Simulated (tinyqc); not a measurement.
Comparisons within one model: interface roughness in a thin film (subband fluctuation and scattering). A value that a table varies takes the place of the one given here.

Square well of width t, barriers V0, c = hbar^2/2m0: E1 solves k t + 2 atan[(k/mz)/(kappa/mb)] = pi, k = sqrt(mz E/c), kappa = sqrt(mb (V0 - E)/c). One interface is rough, so the subband edge fluctuates by G dt with G = |dE1/dt| (central difference of 0.01 angstrom; 2 E1/t for hard walls).

Gaussian roughness spectrum S(q) = pi D^2 Lc^2 exp(-q^2 Lc^2/4). Degenerate gas, taken to fill one subband (the second starts to fill once c kF^2/md exceeds E2 - E1, which is not tested here): kF = sqrt(2 pi Ns/gv), q = 2 kF sin(theta/2), 1/tau = (md/(2 pi c hbar)) G^2 times the integral from 0 to pi of S(q)(1 - cos theta)/eps(q)^2 dtheta, eps(q) = 1 + qs/q with screening (qs = gv md q0/(c eps), q0 = e^2/(4 pi eps0), form factors left out, which overstates the screening; other scattering is left out too, so these values lie far above measured mobilities in all but the thinnest films) or 1 without; mobility = tau c2/md with c2 = e/m0 = 1.75882e15 cm^2/(V s^2); 1e12/cm^2 = 1e-4/angstrom^2.

Constants: hbar^2/2m0 = 3.80998211 eV angstrom^2; hbar = 6.58211957e-16 eV s; e^2/(4 pi eps0) = 14.39964547 eV angstrom.

Values chosen for the exercise (near those of a thin Si channel on (100), two-fold valleys; the results hold for these values, not for the real material):
- mz = 0.897 m0 (confinement mass)
- V0 = 3.13 eV (barrier)
- mb = 0.5 m0 (barrier mass)
- md = 0.189 m0 (mass in the plane)
- gv = 2 (valleys)
- D = 2 angstrom (rms height of the roughness)
- Lc = 24 angstrom (correlation length)
- Ns = 1.4 x 1e12/cm^2 (sheet density)
- eps = 7.9 (mean dielectric constant at the channel)
- ts = (21, 27, 32, 38, 48, 61, 80) angstrom (thicknesses)
- t = 38 angstrom (film thickness)
- Ll = (4, 8, 14, 22, 35, 55, 90) angstrom (correlation lengths)

## The sixth-power law

Screened mobility against thickness for the finite barrier and for hard walls.

Results:

| t (angstrom) | E1 (meV) | G (meV/angstrom) | mobility (cm^2/(V s)) | the same, hard walls |
|---|---|---|---|---|
| 21 | 81.0 | 7.108 | 3.01e+04 | 1.86e+04 |
| 27 | 50.7 | 3.527 | 1.22e+05 | 8.39e+04 |
| 32 | 36.8 | 2.181 | 3.20e+05 | 2.32e+05 |
| 38 | 26.5 | 1.335 | 8.53e+05 | 6.52e+05 |
| 48 | 16.9 | 0.681 | 3.28e+06 | 2.65e+06 |
| 61 | 10.6 | 0.339 | 1.32e+07 | 1.12e+07 |
| 80 | 6.3 | 0.154 | 6.46e+07 | 5.67e+07 |

With hard walls G goes as 1/t^3 and the mobility as t^6. With the finite barrier the local exponent is 5.58 at the thin end and 5.85 at the thick end, since the envelope leaks out and softens the dependence. The least value is 3.01e+04 cm^2/(V s). The gate field, which also presses carriers to the interface, is left out. Up to t = 27 angstrom G D exceeds half of EF - E1, where the Born rate fails.

## Correlation length

Fixed D; bare and screened mobility.

Results:

| Lc (angstrom) | kF Lc | bare mobility (cm^2/(V s)) | screened mobility (cm^2/(V s)) |
|---|---|---|---|
| 4 | 0.08 | 6.93e+05 | 2.51e+07 |
| 8 | 0.17 | 1.76e+05 | 6.39e+06 |
| 14 | 0.29 | 6.00e+04 | 2.19e+06 |
| 22 | 0.46 | 2.67e+04 | 9.83e+05 |
| 35 | 0.73 | 1.34e+04 | 5.06e+05 |
| 55 | 1.15 | 9.30e+03 | 3.81e+05 |
| 90 | 1.89 | 1.20e+04 | 6.77e+05 |

The bare mobility is lowest at Lc = 55 angstrom of those listed (kF Lc = 1.15). The screened mobility is lowest at Lc = 55 angstrom of those listed (kF Lc = 1.15). Short roughness averages out (mobility as 1/Lc^2; the first two rows give exponent -1.98), and long roughness deflects only by small angles (bare mobility rising as Lc; the last two rows give 0.52).

## What each parameter does

G, G D, and the screened mobility. Each row changes one parameter from the base and keeps the others.

Results:

| case | G (meV/angstrom) | G D (meV) | mobility (cm^2/(V s)) |
|---|---|---|---|
| base | 1.335 | 2.67 | 8.534e+05 |
| t = 34 angstrom | 1.835 | 3.67 | 4.518e+05 |
| D = 2.6 angstrom | 1.335 | 3.47 | 5.050e+05 |
| Lc = 32 angstrom | 1.335 | 2.67 | 5.632e+05 |
| Ns = 2.24 x 1e12/cm^2 | 1.335 | 2.67 | 6.591e+05 |
| mz = 1.032 m0 | 1.181 | 2.36 | 1.091e+06 |
| md = 0.217 m0 | 1.335 | 2.67 | 8.161e+05 |
| V0 = 2.19 eV | 1.301 | 2.60 | 8.989e+05 |
| eps = 9.5 | 1.335 | 2.67 | 6.318e+05 |

The largest shifts from the base row, up to three for each result and ties (the steps differ in size, so this ranks the rows, not the parameters). G (meV/angstrom): t +0.500, mz -0.154, V0 -0.034; unchanged at the printed digits by D, Lc, Ns, md and eps. G D (meV): t +1.00, D +0.80, mz -0.31; unchanged at the printed digits by Lc, Ns, md and eps. mobility (cm^2/(V s)): t -4.02e+05, D -3.48e+05, Lc -2.90e+05. In the base case G D is 0.3 times EF - E1 = 8.9 meV.

Run: tinyqc, `OMP_NUM_THREADS=1 python tinyqc.py 1250030 1250031 out.jsonl`; Intel(R) Xeon(R) Processor @ 2.30GHz, one thread, shared host; about 0.03 s of CPU time with all checks.
